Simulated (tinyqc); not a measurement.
# Resistance of a source-drain extension with a graded tip, step by step

tinyqc, about 0.03 s, one thread, Intel Xeon 2.30GHz (shared host): `OMP_NUM_THREADS=1 python tinyqc.py 2282051 2282052 out.jsonl` Printed values are rounded.

y runs along the channel, the gate covers y > 0. The doping is N0 for y < y0 and N0 10^(-(y - y0)/la) beyond, uniform over the depth xj. Sheet conductance s(y) = q mu(N) max(N - Nch, 0) xj + (for y > 0) ma Cox Vo, with mu(N) = u0 + (u1 - u0)/(1 + (N/Nr)^au) and Cox = eps0 eox/tox. Current is taken as one-dimensional; depletion of the tip, spreading and the contact are left out. The metallurgical junction lies at yj, where N = Nch.

Values chosen for this exercise; mobility law close to that of holes in silicon:
- eox = 22.2 (relative permittivity of the gate insulator (close to hafnium oxide))
- tox = 9.6 nm (insulator thickness)
- N0 = 1.8e20 cm^-3 (active doping of the extension far from the gate)
- la = 4.3 nm/decade (lateral abruptness)
- y0 = -0.2 nm (position under the gate where the fall begins (gate edge at 0))
- xj = 15 nm (depth of the extension)
- Nch = 7.1e17 cm^-3 (channel doping)
- Vo = 0.73 V (gate overdrive)
- ma = 52 cm^2/(V s) (mobility of the gate-induced layer)
- u1 = 470.5 cm^2/(V s) (mobility at low doping)
- u0 = 44.9 cm^2/(V s) (mobility at high doping)
- Nr = 2.23e17 cm^-3 (reference doping)
- au = 0.719 (exponent)
- Lg = 45 nm (gate length)

Constants: q = 1.602176634e-19 C, eps0 = 8.8541878128e-14 F/cm where lengths are in cm. Results are converted to the units shown.

## Sheet resistances and junction position

yj = y0 + la log10(N0/Nch); sheet resistance of the full extension 1/[q mu(N0)(N0 - Nch) xj] and of the gate-induced layer 1/(ma Cox Vo); metallurgical length Lg - 2 yj; ye is where the doped and the gate-induced conductances are equal.

yj = 10.13726 nm
sheet resistance of the extension = 480.1972 ohm/square
sheet resistance of the induced layer = 12865.99 ohm/square
metallurgical length = 24.72548 nm
ye = 6.776430 nm
N at ye = 4.293851e18 cm^-3

The gate takes over 3.36 nm before the junction, where N is still 6.05 times the channel doping.

## Resistance of the overlapped part

Midpoint rule on 9 equal steps from 0 to yj: R_ov = sum h/s(y), per width.

```
point     y (nm)    N (cm^-3)  doped conductance (uS)  sheet resistance (ohm/square)
0      0.5631812  1.196158e20                1414.231                       670.2614
1       1.689543  6.544008e19                808.0030                       1129.016
2       2.815906  3.580132e19                469.4518                       1827.565
3       3.942268  1.958639e19                278.0226                       2810.987
4       5.068630  1.071543e19                167.5120                       4077.700
5       6.194993  5.862257e18                101.4581                       5580.906
6       7.321355  3.207157e18                59.69429                       7277.037
7       8.447717  1.754589e18                31.03250                       9194.829
8       9.574080  9.599104e17                9.325348                       11487.70
```

R_ov = 49.623 ohm um

The exact integral is 49.748 ohm um; the coarse sum is 0.25 % below it.
